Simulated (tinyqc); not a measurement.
Abrupt p-n junction, non-linear Poisson equation by Newton steps: two steps of the calculation.

One dimension, p side on the left, n side on the right; net doping C = -Na for x < 0 and +Nd for x > 0. The potential psi is counted from the intrinsic level, and the quasi-Fermi potentials are flat: 0 for holes and -V for electrons, so n = ni exp((psi + V)/Vt) and p = ni exp(-psi/Vt) (Boltzmann statistics, full ionisation, no current).

Values chosen for this exercise; band and dielectric values those of a made-up semiconductor:
- T = 293 K (temperature)
- eps_r = 10.1 (relative permittivity)
- V = 0 V (bias of the p side against the n side)

Constants: q = 1.602176634e-19 C, kB = 1.380649e-23 J/K, Vt = kB T/q, eps0 = 8.8541878128e-14 F/cm where lengths are in cm. Results are converted to the units shown.

Question 1. Newton step. Solve the tridiagonal system a_(i-1) d_(i-1) + b_i d_i + a_i d_(i+1) = -F_i for nodes 1 to 15, with d = 0 on fixed nodes. Each component d is damped to sign(d) Vt ln(1 + |d|/Vt) before it is added.

| interval | coupling a_i (F/cm^2) |
|---|---|
| 0 | 1.7778787e-8 |
| 1 | 3.4796614e-8 |
| 2 | 6.8265112e-8 |
| 3 | 1.3427522e-7 |
| 4 | 2.6302146e-7 |
| 5 | 5.1692079e-7 |
| 6 | 1.0104779e-6 |
| 7 | 1.9872733e-6 |
| 8 | 1.8176280e-6 |
| 9 | 1.6469115e-6 |
| 10 | 1.5418499e-6 |
| 11 | 1.3758046e-6 |
| 12 | 1.2775328e-6 |
| 13 | 1.1613935e-6 |
| 14 | 1.0520858e-6 |
| 15 | 9.7203584e-7 |

| node | diagonal b (F/cm^2) | residual F (C/cm^2) |
|---|---|---|
| 1 | -5.2575400e-8 | -4.2296682e-8 |
| 2 | -1.0306175e-7 | -2.1928471e-8 |
| 3 | -2.0256817e-7 | -9.9841700e-9 |
| 4 | -3.9852559e-7 | -2.2609089e-9 |
| 5 | -7.9054364e-7 | 1.0454608e-8 |
| 6 | -1.5926106e-6 | 6.5175531e-9 |
| 7 | -3.1717906e-6 | -1.8531546e-8 |
| 8 | -4.0231008e-6 | 1.3960381e-8 |
| 9 | -3.8383930e-6 | 1.6228401e-8 |
| 10 | -3.7759480e-6 | 1.4889513e-8 |
| 11 | -3.7887136e-6 | 1.1500316e-8 |
| 12 | -3.8866293e-6 | 6.1951786e-9 |
| 13 | -4.0647066e-6 | -3.1729975e-11 |
| 14 | -4.2399882e-6 | -5.7042263e-9 |
| 15 | -4.3281523e-6 | -9.3036046e-9 |

| node | psi after iteration 1 (V) |
|---|---|
| 0 | -0.70518756 |
| 1 | -0.10625479 |
| 2 | 0.26148202 |
| 3 | 0.46008348 |
| 4 | 0.57275969 |
| 5 | 0.64417125 |
| 6 | 0.70705333 |
| 7 | 0.74881412 |
| 8 | 0.76332738 |
| 9 | 0.77454547 |
| 10 | 0.78388440 |
| 11 | 0.79154379 |
| 12 | 0.79797319 |
| 13 | 0.80279933 |
| 14 | 0.80590904 |
| 15 | 0.80691374 |
| 16 | 0.80430492 |

Find: Newton step d, before damping; psi after iteration 2.

Answer 1.

| node | Newton step d, before damping (V) |
|---|---|
| 1 | -1.5841 |
| 2 | -1.1779 |
| 3 | -0.6497 |
| 4 | -0.3069 |
| 5 | -0.1247 |
| 6 | -0.0548 |
| 7 | -0.0291 |
| 8 | -0.0092 |
| 9 | 0.0038 |
| 10 | 0.0091 |
| 11 | 0.0085 |
| 12 | 0.0050 |
| 13 | 0.0011 |
| 14 | -0.0017 |
| 15 | -0.0026 |

| node | psi after iteration 2 (V) |
|---|---|
| 0 | -0.70519 |
| 1 | -0.21116 |
| 2 | 0.16392 |
| 3 | 0.37712 |
| 4 | 0.50770 |
| 5 | 0.59918 |
| 6 | 0.67791 |
| 7 | 0.72947 |
| 8 | 0.75549 |
| 9 | 0.77806 |
| 10 | 0.79163 |
| 11 | 0.79889 |
| 12 | 0.80251 |
| 13 | 0.80385 |
| 14 | 0.80428 |
| 15 | 0.80448 |
| 16 | 0.80430 |

Question 2. Converged densities, field and charge. n and p as above; field E_i = -(psi_(i+1) - psi_i)/h_i on each interval; charge on either side of the peak Q = eps0 eps_r |E|max (Gauss).

| node | x (nm) | converged psi (V) | net doping C (cm^-3) |
|---|---|---|---|
| 0 | -1020 | -0.70518756 | -7.3e15 |
| 1 | -517 | -0.69896540 | -7.3e15 |
| 2 | -260 | -0.41681060 | -7.3e15 |
| 3 | -129 | 0.05938884 | -7.3e15 |
| 4 | -62.4 | 0.38754579 | -7.3e15 |
| 5 | -28.4 | 0.57744056 | -7.3e15 |
| 6 | -11.1 | 0.67990392 | -7.3e15 |
| 7 | -2.25 | 0.73438950 | -7.3e15 |
| 8 | 2.25 | 0.76373576 | 3.7e17 |
| 9 | 7.17 | 0.78354014 | 3.7e17 |
| 10 | 12.6 | 0.79495440 | 3.7e17 |
| 11 | 18.4 | 0.80046488 | 3.7e17 |
| 12 | 24.9 | 0.80290173 | 3.7e17 |
| 13 | 31.9 | 0.80383284 | 3.7e17 |
| 14 | 39.6 | 0.80416214 | 3.7e17 |
| 15 | 48.1 | 0.80426828 | 3.7e17 |
| 16 | 57.3 | 0.80430492 | 3.7e17 |

ni = 5415.8675 cm^-3

Find: n; p; field E; peak |E|; charge Q.

Answer 2.

| node | n (cm^-3) | p (cm^-3) |
|---|---|---|
| 0 | 4.0180e-9 | 7.3000e15 |
| 1 | 5.1409e-9 | 5.7056e15 |
| 2 | 3.6667e-4 | 7.9995e10 |
| 3 | 56910 | 515.40 |
| 4 | 2.5101e10 | 0.0011685 |
| 5 | 4.6344e13 | 6.3291e-7 |
| 6 | 2.6818e15 | 1.0937e-8 |
| 7 | 2.3207e16 | 1.2639e-9 |
| 8 | 7.4197e16 | 3.9532e-10 |
| 9 | 1.6257e17 | 1.8043e-10 |
| 10 | 2.5549e17 | 1.1481e-10 |
| 11 | 3.1780e17 | 9.2297e-11 |
| 12 | 3.5000e17 | 8.3805e-11 |
| 13 | 3.6315e17 | 8.0771e-11 |
| 14 | 3.6791e17 | 7.9724e-11 |
| 15 | 3.6946e17 | 7.9390e-11 |
| 16 | 3.7000e17 | 7.9275e-11 |

| interval | field E (kV/cm) |
|---|---|
| 0 | -0.124 |
| 1 | -10.979 |
| 2 | -36.351 |
| 3 | -49.273 |
| 4 | -55.851 |
| 5 | -59.227 |
| 6 | -61.566 |
| 7 | -65.214 |
| 8 | -40.253 |
| 9 | -21.021 |
| 10 | -9.501 |
| 11 | -3.749 |
| 12 | -1.330 |
| 13 | -0.428 |
| 14 | -0.125 |
| 15 | -0.040 |

peak |E| = 65.214 kV/cm
charge Q = 58.319 nC/cm^2

Computed by the program tinyqc: `OMP_NUM_THREADS=1 python tinyqc.py 2000043 2000044 out.jsonl`, one thread of a shared Intel Xeon 2.30GHz, about 0.02 s for the whole run.
